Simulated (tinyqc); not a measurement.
Three ways to interpolate a mass: alloy A(1-x)B(x) by interpolation with bowing.

Each gap follows E(x) = (1 - x) E_A + x E_B - C x (1 - x); the lattice constant follows Vegard, a(x) = (1 - x) a_A + x a_B.

Mass at Gamma from the Kane formula 1/m = F + Ep (Eg + 2 Dso/3)/(Eg (Eg + Dso)). F is fixed by the masses of A and B and interpolated linearly, as is Ep; Eg and Dso carry their bowing.

Values chosen for the exercise (A near GaAs, B near AlAs; shifted at random, so the results belong to these values and not to a real crystal):
- Eg = (1.511, 3.139) eV (gap at Gamma to the s-like level of A, B)
- Dso = (0.345, 0.283) eV (spin-orbit splitting of A, B)
- Ep = (25.7, 21.2) eV (Kane energy of A, B)
- me = (0.0673, 0.1494) m0 (electron mass at Gamma of A, B)
- C = (0.413, 0.054, 0) eV (bowing of the Gamma, X and L gaps)
- Cs = 0 eV (bowing of Dso)

Linear in m, linear in 1/m, and the Kane formula.

Masses (m0):
```
x      Eg (eV)  linear in m  linear in 1/m    Kane  Kane m/Eg (1/eV)
0.000    1.511       0.0673         0.0673  0.0673            0.0445
0.125    1.669       0.0776         0.0723  0.0753            0.0451
0.250    1.841       0.0878         0.0780  0.0841            0.0457
0.375    2.025       0.0981         0.0848  0.0936            0.0462
0.500    2.222       0.1084         0.0928  0.1038            0.0467
0.625    2.432       0.1186         0.1025  0.1146            0.0471
0.750    2.655       0.1289         0.1145  0.1258            0.0474
0.875    2.890       0.1391         0.1296  0.1375            0.0476
1.000    3.139       0.1494         0.1494  0.1494            0.0476
```

At x = 0.5 the three give 0.1084, 0.0928 and 0.1038; judged by the largest distance, the Kane value is closer to the interpolation in m (largest distances 0.0046 m0 from the rule in m, 0.0121 m0 from the rule in 1/m). The ratio m/Eg varies by a factor of 1.07 while the gap varies by 2.08; a constant ratio is the two-band rule m = Eg/Ep at fixed Ep.

(tinyqc, `OMP_NUM_THREADS=1 python tinyqc.py 1080937 1080938 out.jsonl`, Intel(R) Xeon(R) Processor @ 2.30GHz, 1 thread, shared host, about 0.01 s.)
